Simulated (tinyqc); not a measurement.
# Worked calculation: input admittance of a MOSFET at zero drain bias: distributed channel and distributed gate

Computed by the program tinyqc: `OMP_NUM_THREADS=1 python tinyqc.py 2262138 2262139 out.jsonl`, one thread of a shared Intel Xeon 2.30GHz, about 0.01 s for the whole run. Printed values are rounded.

Source and drain grounded, strong inversion, w = 2 pi f, Cox = eps0 eox/tox. The channel is an RC line of resistance 1/(mu Cox Vo) per square fed from both ends, so one finger has the intrinsic admittance y = i w Cox L tanh(g)/g per width, g = (1/2) sqrt(i w tau), tau = L^2/(mu Vo). The vertical resistance rv/L is in series with y, the overlaps 2 i w Cov in parallel: y_t = 1/(1/y + rv/L) + 2 i w Cov. The gate strip is a line of Rsh/L per length loaded by y_t, so a finger has Y = y_t Wf tanh(k)/k, k = (Wf/sd) sqrt(y_t Rsh/L); the device has Nf Y.

Parameters, values chosen for the exercise; values of the order met in silicon radio-frequency transistors:
- eox = 3.9 (relative permittivity of the gate insulator (close to silicon dioxide))
- tox = 5 nm (insulator thickness)
- L = 0.88 um (channel length)
- Wf = 1.8 um (finger width)
- Nf = 64 (number of fingers)
- mu = 440 cm^2/(V s) (channel mobility)
- Vo = 0.28 V (gate overdrive)
- Rsh = 4 ohm/square (sheet resistance of the gate)
- rv = 3.8 ohm um^2 (vertical resistivity of the gate stack)
- sd = 1 (number of ends at which a finger is contacted)
- Cov = 0.32 fF/um (overlap and fringe capacitance on each side)
- f = 22 GHz (frequency)

Constants: eps0 = 8.8541878128e-14 F/cm where lengths are in cm. Results are converted to the units shown.

## Low-frequency resistances and capacitance

Low-frequency limits, with c = Cox L and ct = c + 2 Cov: R_strip = Rsh Wf/(3 sd^2 L Nf), R_ch = (c/ct)^2 L/(12 mu Cox Vo Wf Nf), R_vert = (c/ct)^2 rv/(L Wf Nf), C = ct Wf Nf.

parts (ohm): strip 0.0426136, channel 6.12392, vertical 0.0306820
sum = 6.19722 ohm
C = 773.858 fF
1/(2 pi R C) = 33.1866 GHz

The channel term is the largest, 98.8 % of the sum.

## Admittance of the channel and stack per width

tau, g, c = Cox L, y and y_t as defined.

tau = 62.8571 ps
g = 1.04216+1.04216i
c = 6.07751 fF/um
y = 346.460+542.015i uS/um
y_t = 347.205+628.861i uS/um

w tau = 8.69, and Im y is 0.645 of w c.

## Input impedance of the device

k and Y as defined; Z = 1/(Nf Y) = R + 1/(i w C); Q = |Im Z|/R; signal at the point farthest from a contact |1/cosh k|.

k = 0.0885794+0.0522774i
Nf Y = 40.1523+72.1978i mS
R = 5.88336 ohm
C = 683.846 fF
Q = 1.79810
signal at the far point = 0.997442

R is 5.1 % below its low-frequency limit and C is 12 % below its own.
